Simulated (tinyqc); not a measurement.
What moves the results: deformation-potential model of the X valleys of a conduction band. A value that a table varies takes the place of the one given here.

Valleys with axes along x, y and z, one whole valley each. Herring-Vogt shift of a valley with unit axis a: dE = Xd tr(e) + Xu a.e.a. Non-degenerate shares n_i = exp(-dE_i/kT)/sum_j exp(-dE_j/kT). Inverse mass tensor of a valley: (1 - a a)/mt + a a/ml; the masses are taken as independent of strain.

s11 = (C11 + C12)/((C11 - C12)(C11 + 2 C12)), s12 = -C12/((C11 - C12)(C11 + 2 C12)), s44 = 1/C44; exx = s11 sxx + s12 (syy + szz) and cyclic, exy = s44 sxy/2; tension is positive. A uniaxial stress X along the unit vector n is s_ij = X n_i n_j.

Constants: kB = 8.617333262e-05 eV/K.

Inputs chosen for the exercise (near those of AlAs; the results hold for these values, not for the real material):
- ml = 1.095 m0 (longitudinal mass)
- mt = 0.195 m0 (transverse mass)
- Xd = 0.97 eV (dilation potential)
- Xu = 5.55 eV (uniaxial potential)
- C11 = 124.8 GPa
- C12 = 53.8 GPa
- C44 = 54.3 GPa
- load = uniaxial [100] (kind of stress)
- T = 200 K (temperature)
- X1 = 1.2 GPa (size of the stress)
- X = 1.2 GPa (stress)

## Sweep of a uniaxial [100] stress

m_c = 1/(u.M.u) along [110] with M = sum_i n_i (inverse mass tensor); gain against zero stress at a fixed scattering time.

Results:
```
X (GPa)  spread (meV)  lowest edge (meV)    n x    n y    n z  m_c (m0)  gain (%)
-1.50           117.3              -96.4  0.998  0.001  0.001    0.3308     -18.8
-0.75            58.6              -48.2  0.938  0.031  0.031    0.3240     -17.1
-0.30            23.5              -19.3  0.661  0.170  0.170    0.2960      -9.3
0.00              0.0                0.0  0.333  0.333  0.333    0.2686       0.0
0.30             23.5               -4.2  0.114  0.443  0.443    0.2529       6.2
0.75             58.6              -10.4  0.016  0.492  0.492    0.2465       9.0
1.50            117.3              -20.9  0.001  0.500  0.500    0.2455       9.4
```

Along [110] the gain is -18.8 % at -1.50 GPa and +9.4 % at 1.50 GPa. The slope at zero stress (from +/- 0.001 GPa), +28.5 % per GPa, carried to the ends would give -43 and +43 %; the response falls behind at both ends, as it saturates once the spread passes a few kT (kT = 17.2 meV, spread up to 117 meV).

## Gain for each load and current direction

Each load has the size X1. Gain m_c(0)/m_c - 1 in per cent from repopulation alone, m_c = 1/(u.M.u), M = sum_i n_i (inverse mass tensor); biaxial means sxx = syy.

Gain (%); + is tension, - compression:
```
load                [100]  [010]  [001]  [110]  [1-10]  [111]
uniaxial [110] (+)   31.2   31.2  -62.3   31.2    31.2    0.0
uniaxial [110] (-)  -17.1  -17.1   34.1  -17.1   -17.1    0.0
uniaxial [100] (+)   37.5  -18.7  -18.7    9.4     9.4    0.0
uniaxial [100] (-)  -74.5   37.3   37.3  -18.6   -18.6    0.0
uniaxial [111] (+)    0.0    0.0    0.0    0.0     0.0    0.0
uniaxial [111] (-)    0.0    0.0    0.0    0.0     0.0    0.0
biaxial (001) (+)    37.3   37.3  -74.5   37.3    37.3    0.0
biaxial (001) (-)   -18.7  -18.7   37.5  -18.7   -18.7    0.0
```

The largest gain is +37.5 %, for uniaxial [100] (+) with the current along [100] and biaxial (001) (-) with the current along [001]; for a [110] channel it is +37.3 %, under biaxial (001) (+). No gain or loss appears under uniaxial [111]: the valleys stay equivalent (in real silicon shear also changes the masses, which this model leaves out).

## Temperature and repopulation

The load is fixed; m_c along [110] as 1/(u.M.u).

Results:
```
T (K)  kT (meV)    n x    n y    n z  m_c (m0)
50         4.31  0.000  0.500  0.500    0.2454
77         6.64  0.000  0.500  0.500    0.2454
150       12.93  0.000  0.500  0.500    0.2455
225       19.39  0.004  0.498  0.498    0.2457
300       25.85  0.013  0.493  0.493    0.2463
400       34.47  0.032  0.484  0.484    0.2475
500       43.09  0.054  0.473  0.473    0.2489
```

The largest share falls from 0.500 at 50 K to 0.473 at 500 K (equal shares: 0.333); m_c goes from 0.2454 to 0.2489, against 0.2686 without stress. Only spread/kT enters, so the small-stress response goes as 1/T.

## What each parameter does

Spread of the valley edges, lowest edge, largest share and m_c along [110]. Each row changes one parameter from the base and keeps the others.

Results:
```
case              spread (meV)  lowest edge (meV)  largest share  m_c (m0)
base                     93.80             -16.71         0.4989    0.2456
ml = 0.876 m0            93.80             -16.71         0.4989    0.2422
mt = 0.156 m0            93.80             -16.71         0.4989    0.1987
Xd = 0.776 eV            93.80             -17.71         0.4989    0.2456
Xu = 6.66 eV            112.56             -21.05         0.4996    0.2455
C11 = 149.76 GPa         69.40              -9.99         0.4956    0.2460
C12 = 43.04 GPa          81.46             -11.11         0.4978    0.2457
C44 = 43.44 GPa          93.80             -16.71         0.4989    0.2456
X = 0.96 GPa             75.04             -13.37         0.4968    0.2458
T = 240 K                93.80             -16.71         0.4973    0.2458
```

The largest shifts from the base row, up to three for each result and ties (the steps differ in size, so this ranks the rows, not the parameters). spread (meV): C11 -24.40, X -18.76, Xu +18.76; unchanged at the printed digits by ml, mt, Xd, C44 and T. lowest edge (meV): C11 +6.72, C12 +5.60, Xu -4.34; unchanged at the printed digits by ml, mt, C44 and T. largest share: C11 -0.0033, X -0.0021, T -0.0016; unchanged at the printed digits by ml, mt, Xd and C44. m_c (m0): mt -0.0469, ml -0.0034, C11 +0.0004; unchanged at the printed digits by Xd and C44. Xd moves all valleys together, so it shifts the edge and nothing else.

Computed by tinyqc, a small Python program: `OMP_NUM_THREADS=1 python tinyqc.py 1050281 1050282 out.jsonl` (the numbers bound the seed that draws the inputs); one thread of a shared host (Intel(R) Xeon(R) Processor @ 2.30GHz), about 0.03 s for the whole set of steps.
